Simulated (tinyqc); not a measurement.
# Monte Carlo simulation of one carrier in a uniform electric field, step by step

A worked calculation. Computed by tinyqc, a small Python program that keeps every step. Command: `OMP_NUM_THREADS=1 python tinyqc.py 3006945 3006946 out.jsonl mcfl walk`. One thread of a shared host (Intel(R) Xeon(R) Processor @ 2.30GHz), about 3 s of CPU time with the checks. Intermediate numbers are printed to about 6 digits and carried at full precision; extremes and crossings named in words are read from the listed rows.

The force e F acts along +z. Flights end at the constant total rate Gamma; the part of Gamma that the real rates do not fill is self-scattering, which leaves k unchanged. One valley, no impurities and no intervalley scattering.

Inputs (values chosen for the exercise, for a model polar semiconductor):

| quantity | value | unit |
|---|---|---|
| effective mass m | 0.14 | m_0 |
| non-parabolicity alpha | 0.34 | 1/eV |
| static permittivity eps_s | 17.9 | - |
| high-frequency permittivity eps_inf | 15.8 | - |
| density rho | 5740 | kg/m^3 |
| sound velocity v_l | 9800 | m/s |
| acoustic deformation potential D_A | 6.2 | eV |
| optical phonon energy hbar w | 59.1 | meV |
| lattice temperature T | 77 | K |
| electric field F | 0.41 | kV/cm |
| energy E_max up to which Gamma must cover the rates | 1 | eV |
| seed of the random numbers | 92982 | - |

Crystal: polar. Band: Kane.

starting wave vector (1/nm): 0.046  0.14  0.23

Constants: k_B = 1.380649e-23 J/K; e = 1.602176634e-19 C; hbar = 1.054571817e-34 J s; m_0 = 9.1093837015e-31 kg; hbar = 6.582119569e-16 eV s; eps_0 = 8.8541878128e-12 F/m; k_B = 8.617333262e-05 eV/K.

## Total rate Gamma

Kane band: hbar^2 k^2/(2 m) = E (1 + alpha E), speed v = hbar k/(m (1 + 2 alpha E)), states per spin, volume and energy g(E) = m k (1 + 2 alpha E)/(2 pi^2 hbar^2); overlap factors are set to 1. Masses are multiplied by m_0 and all formulas are in SI units. Phonon occupation N_q = 1/(exp(hbar w/(k_B T)) - 1). Acoustic deformation potential (elastic, equipartition, absorption and emission together): 1/tau = 2 pi k_B T D_A^2 g(E)/(hbar rho v_l^2). Polar optical, unscreened: W = e^2 w (1/eps_inf - 1/eps_s) m (1 + 2 alpha E') ln|(k + k')/(k - k')| / (4 pi eps_0 hbar^2 k), times N_q for absorption (E' = E + hbar w) and N_q + 1 for emission (E' = E - hbar w > 0), with alpha = 0 for a parabolic band; mean cosine of the angle <cos> = (k^2 + k'^2)/(2 k k') - 1/ln|(k + k')/(k - k')|. Gamma is 1.05 times the largest total rate on the grid E = (j + 1/2) E_max/400, j = 0..399.

largest total rate = 5.41231 1e12/s

energy of the largest rate = 998.75 meV

Gamma = 5.68292 1e12/s

## Flight 1

Random numbers (0.02 to 0.98, from up to 60 sets tried for early real events), one row a flight:
```
       r1      r2      r3      r4
1  0.0609  0.2723  0.4866  0.8221
2  0.5210  0.6888  0.2074  0.4330
3  0.7769  0.9720  0.0771  0.5716
4  0.2422  0.1546  0.0612  0.0240
5  0.4076  0.1787  0.4890  0.7803
6  0.3344  0.4879  0.1295  0.2220
7  0.4275  0.2765  0.5979  0.9447
```

Flight: t = -ln(r1)/Gamma; k_z grows by e F t/hbar; E follows from the band; dz = (E_end - E_start)/(e F). Use row 1 of the random numbers.

flight time t = 492.444 fs

k at the end of the flight (1/nm): 0.046000  0.140000  0.260674

energy at the end = 24.2030 meV

displacement dz = 98.4185 nm

## Scattering event 1

Choice: with cumulative rates in the order acoustic, absorption, emission, the process is the first whose sum exceeds r2 Gamma; if none, self-scattering. Final state: E' = E, E + hbar w or E - hbar w gives k'. Isotropic processes: cos(theta) = 1 - 2 r3 from the z axis, phi = 2 pi r4, k' (sin theta cos phi, sin theta sin phi, cos theta). Polar processes: cos(b) = [1 + xi - (1 + 2 xi)^r3]/xi, xi = 2 k k'/(k - k')^2, b from the old direction n; new direction cos b n + sin b (cos phi e1 + sin phi e2), e1 = (z x n)/|z x n|, e2 = n x e1.

cumulative rates (1e12/s): acoustic 0.0200474, absorption 0.0210514, emission 0.0210514

r2 Gamma = 1.54746 1e12/s

Process chosen: self-scattering

k after event 1, the start of the next flight (1/nm): 0.046000  0.140000  0.260674

## Flight 2

Use row 2 of the random numbers.

flight time t = 114.731 fs

k at the end of the flight (1/nm): 0.046000  0.140000  0.267821

energy at the end = 25.2139 meV

displacement dz = 24.6555 nm

## Scattering event 2

The formulas are those given above.

cumulative rates (1e12/s): acoustic 0.0204791, absorption 0.0214813, emission 0.0214813

r2 Gamma = 3.91440 1e12/s

Process chosen: self-scattering

k after event 2, the start of the next flight (1/nm): 0.046000  0.140000  0.267821

## All printed flights

Drift estimate: sum dz / sum t.

Flights:

| flight | t (fs) | E at the end (meV) | dz (nm) | process | k_x (1/nm) | k_y (1/nm) | k_z (1/nm) |
|---|---|---|---|---|---|---|---|
| 1 | 492.444 | 24.2030 | 98.4185 | self-scattering | 0.046 | 0.14 | 0.260674 |
| 2 | 114.731 | 25.2139 | 24.6555 | self-scattering | 0.046 | 0.14 | 0.267821 |
| 3 | 44.421 | 25.6124 | 9.7206 | self-scattering | 0.046 | 0.14 | 0.270588 |
| 4 | 249.518 | 27.9251 | 56.4069 | self-scattering | 0.046 | 0.14 | 0.286130 |
| 5 | 157.924 | 29.4536 | 37.2805 | self-scattering | 0.046 | 0.14 | 0.295967 |
| 6 | 192.756 | 31.3870 | 47.1563 | self-scattering | 0.046 | 0.14 | 0.307974 |
| 7 | 149.536 | 32.9380 | 37.8305 | self-scattering | 0.046 | 0.14 | 0.317289 |

drift estimate from these flights = 222267 m/s

7 of the 7 flights end in self-scattering. So few flights say little about the drift velocity: the estimate is noise at this length.

## Low-field mobility from the linear Boltzmann equation

On the grid E_j = (j + 1/2) hbar w/12 up to 20 k_B T + 2 hbar w, solve (sum of rates) l(E) = v(E) + W_abs <cos> l(E + hbar w) + W_em <cos> l(E - hbar w); mu_0 = e sum g v l exp(-E/k_B T)/(3 k_B T sum g exp(-E/k_B T)).

low-field mobility mu_0 = 820193 cm^2/(V s)

## Long runs: velocity against field

Each row: 250 carriers from a thermal start, 1600 flights each, the first half discarded, random numbers not printed; the error is the standard error over ten groups; the mean energy is taken at the ends of flights, which sample time evenly. Fields at which more than 0.02 % of the events exceed Gamma are left out.

Monte Carlo results:

| F (kV/cm) | drift velocity (1e5 m/s) | error (1e5 m/s) | mu_0 F (1e5 m/s) | mean energy (meV) | real events (%) |
|---|---|---|---|---|---|
| 0.10 | 1.52 | 0.0170 | 8.202 | 23.5 | 0.812 |
| 0.20 | 1.72 | 0.0140 | 16.404 | 24.7 | 1.390 |
| 0.41 | 1.88 | 0.0069 | 33.628 | 27.3 | 2.680 |
| 0.82 | 2.00 | 0.0076 | 67.256 | 31.5 | 5.280 |
| 1.60 | 2.12 | 0.0061 | 131.231 | 38.3 | 10.600 |

At the lowest field the drift velocity is 0.19 +/- 0.00 of the ohmic value mu_0 F, at the highest 0.02 +/- 0.00. The mean energy goes from 24 to 38 meV against the parabolic-band thermal value 3 k_B T/2 = 10 meV: the carriers heat, more of them reach the emission threshold, where they lose momentum, and the curve bends below the ohmic line. Only 1 to 11 % of the events are real; the rest is the price of a constant Gamma. Where hbar w is several k_B T, energy relaxes slowly and the low-field energies may still be drifting.

Checks made by the program: energy gained in the printed flights against e F dz (relative difference 2e-10).
